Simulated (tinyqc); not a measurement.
From Debye to Thomas-Fermi: static screening by free carriers.

kF = (3 pi^2 n/Mv)^(1/3), EF = c kF^2/m with c = hbar^2/2m0, n in 1/angstrom^3 (1e-24 per 1/cm^3), e2 = e^2/(4 pi eps0). Thomas-Fermi: qTF^2 = 6 pi e2 n/(eps EF). Debye: qD^2 = 4 pi e2 n/(eps kB T).

F_j(eta) = (1/Gamma(j + 1)) integral_0^infinity x^j dx/(1 + exp(x - eta)), which tends to exp(eta) for eta << 0.

At finite T: qs^2 = qD^2 F_-1/2(eta)/F_1/2(eta), where n = Mv N F_1/2(eta) and N = 2 (m kB T/(4 pi c))^(3/2) with c = hbar^2/2m0, in 1/angstrom^3; times 1e24 for 1/cm^3.

Constants: hbar^2/2m0 = 3.80998211 eV angstrom^2; e^2/(4 pi eps0) = 14.39964547 eV angstrom; kB = 8.617333262e-05 eV/K.

Parameters, chosen for this exercise (near those of Si; the results hold for these values, not for the real material): m = 0.3185 m0 (mass of one isotropic valley); Mv = 6 (valleys); eps = 12 (background dielectric constant); T = 200 K.

Screening lengths (angstrom):
```
n (1/cm^3),eta,Debye,Thomas-Fermi,finite T
4.0e+16,-5.91,169.0,21.17,169.1
3.0e+17,-3.89,61.72,15.13,61.95
1.0e+18,-2.67,33.81,12.38,34.21
6.0e+18,-0.76,13.80,9.185,14.75
2.0e+19,0.78,7.560,7.515,9.143
7.0e+19,3.14,4.041,6.099,6.384
9.0e+20,18.71,1.127,3.985,3.989
```

Give the missing row, n (1/cm^3) = 3.0e+20.

Computed row:
```
n (1/cm^3)   eta  Debye  Thomas-Fermi  finite T
3.0e+20     8.92  1.952         4.785     4.811
```

Debye is within 5 % of the finite-T length up to 1e+18 1/cm^3 of the densities listed and Thomas-Fermi from 7e+19 on. The length goes as n^-0.50 at the low end and n^-0.17 at the high end, against the limits -1/2 and -1/6. Both limits give too short a length.

Program tinyqc; command `OMP_NUM_THREADS=1 python tinyqc.py 1681153 1681154 out.jsonl`; about 0.01 s on one thread of a shared Intel(R) Xeon(R) Processor @ 2.30GHz.
